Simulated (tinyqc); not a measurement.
Tilting alike or in alternation: buckled dimers of a reconstructed (001) surface, two dangling bonds a dimer.

In a dimer one atom moves up by z and the other down by z; the dangling bond of the up atom (more s-like) falls by gm z and that of the down atom rises by gm z. With all dimers tilted alike: H(k) = [[-gm z - 2 ta cos k, -tp - 2 tx cos k], [., gm z - 2 ta cos k]], k along the row in 1/a. Two electrons a dimer fill the lowest N of the 2N levels on the mesh k_j = (j + 1/2) pi/N. Total energy a dimer: W(z) = (2/N) sum of the filled levels + kf z^2. Repulsion between electrons is left out.

Parameters, chosen for this exercise (of the size met on diamond (001); not measured data): tp = 1.07 eV (pi coupling inside a dimer); ta = 0.06 eV (coupling between like atoms along the row); tx = 0 eV (diagonal coupling along the row); gm = 1.63 eV/angstrom (shift of a dangling bond with height); kf = 4.2 eV/angstrom^2 (force constant of buckling); N = 16 (k points).

Alternation doubles the cell: sites L1, R1, L2, R2 with levels -gm z, +gm z, +gm z, -gm z, -tp inside a dimer, -2 ta cos k between L1-L2 and R1-R2, -2 tx cos k between L1-R2 and R1-L2, on k_j = (j + 1/2) pi/(2N); the lowest half of the levels is filled. Energies a dimer; gaps on these meshes.

Two patterns:

| z (angstrom) | W alike (eV) | W alternating (eV) | difference (meV) | gap alike (eV) | gap alternating (eV) |
|---|---|---|---|---|---|
| 0.05 | -2.1357 | -2.1357 | 0.0 | 1.9074 | 1.9073 |
| 0.10 | -2.1227 | -2.1228 | -0.2 | 1.9258 | 1.9280 |
| 0.15 | -2.1007 | -2.1010 | -0.3 | 1.9563 | 1.9622 |
| 0.20 | -2.0691 | -2.0697 | -0.6 | 1.9983 | 2.0090 |
| 0.30 | -1.9749 | -1.9760 | -1.1 | 2.1140 | 2.1372 |
| 0.50 | -1.6401 | -1.6420 | -2.0 | 2.4512 | 2.5036 |

Give the missing row, z (angstrom) = 0.40.

Computed row:
```
z (angstrom)  W alike (eV)  W alternating (eV)  difference (meV)  gap alike (eV)  gap alternating (eV)
0.40               -1.8340             -1.8356              -1.6          2.2672                2.3047
```

The lowest W listed is -2.1357 eV for like tilts and -2.1357 eV for alternation (both in the first row: W rises with z, so these dimers stay nearly flat); the difference at equal z runs from -2.0 to 0.0 meV. With alternation ta joins filled up atoms to empty down atoms and gains energy in second order, about 2 ta^2/(gm z) a dimer at large z, while tx does so for like tilts; here ta = 0.06 and tx = 0 eV. At z = 0.3 the gap is 2.114 eV alike and 2.137 eV alternating.

tinyqc: `OMP_NUM_THREADS=1 python tinyqc.py 1481064 1481065 out.jsonl`; about 0.02 s, one thread, shared Intel(R) Xeon(R) Processor @ 2.30GHz.
